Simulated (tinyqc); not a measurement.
Inside a calculation. Model: van der Pauw, Hall and four-point-probe measurements on a doped layer.

tinyqc, about 0.01 s, one thread, Intel Xeon 2.30GHz (shared host): `OMP_NUM_THREADS=1 python tinyqc.py 2850147 2850148 out.jsonl` Printed values are rounded.

A uniform n-type layer with sheet resistance Rs = 1/(q ns mu), point contacts, low field (mu B small).

Values chosen for this exercise:

| symbol | value | unit | meaning |
|---|---|---|---|
| ns | 1.4e13 | cm^-2 | sheet density of the layer |
| mu | 180 | cm^2/(V s) | drift mobility |
| rH | 0.8 |  | Hall factor |
| B | 2 | T | magnetic field |
| I | 1000 | uA | current |
| ar | 1.08 |  | side ratio a/b of a rectangular sample with corner contacts |
| t | 58 | nm | thickness of the layer |

Constants: q = 1.602176634e-19 C. Results are converted to the units shown.

## Resistances and Hall voltage

Rs = 1/(q ns mu). For a rectangle with contacts at the corners, RA = (8 Rs/pi) sum_(k>=0) ln coth((2k + 1) pi a/(2 b)) with current along a short side b and voltage along the opposite one, RB the same with a and b exchanged; Hall voltage VH = rH B I/(q ns), negative for electrons.

Rs = 2476.79 ohm/square
RA = 424.607 ohm
RB = 690.671 ohm
VH = -71.3315 mV

RB/RA = 1.63; for a square both equal Rs ln 2/pi = 546 ohm.

## Starting value

z = 2 ln 2/(pi (RA + RB)), exact for RA = RB.

z at the start = 0.395660 mS

## Iteration 1: new z

The van der Pauw equation exp(-pi RA z) + exp(-pi RB z) = 1 is solved for z = 1/Rs: e1 = exp(-pi RA z), e2 = exp(-pi RB z), f = e1 + e2 - 1, f' = -pi (RA e1 + RB e2), z(new) = z - f/f'.

e1 = 0.589908
e2 = 0.423795
f = 0.0137030
f' = -1.70646 kohm
z after iteration 1 = 0.403690 mS

## Iteration 2: new z

As before.

e1 = 0.583623
e2 = 0.416474
f = 9.76803e-5
f' = -1.68219 kohm
z after iteration 2 = 0.403749 mS

## Course of the iteration

Stop when the step is below 1e-10 mS, or after 40 iterations.

Course of the iteration:
```
iteration  z before the step (mS)  step (mS)
1                        0.395660    8.03e-3
2                        0.403690    5.81e-5
3                        0.403749    3.01e-9
4                        0.403749          0
```

Converged in 4 iterations.

## Sheet density, mobility and bulk values

converged z = 0.403749 mS

Rs = 1/z; Hall sheet density B I/(q |VH|); Hall mobility |VH|/(Rs B I); true values ns = rH times the Hall density, mu = Hall mobility/rH; bulk density ns/t, resistivity Rs t; correction factor F = Rs/[(pi/ln 2)(RA + RB)/2].

Rs = 2476.79 ohm/square
Hall sheet density = 1.75e13 cm^-2
Hall mobility = 144 cm^2/(V s)
ns = 1.4e13 cm^-2
mu = 180 cm^2/(V s)
bulk density = 2.41379e18 cm^-3
resistivity = 0.0143654 ohm cm
F = 0.979967

Taking the mean of RA and RB without F would overstate Rs by 2.0 %.
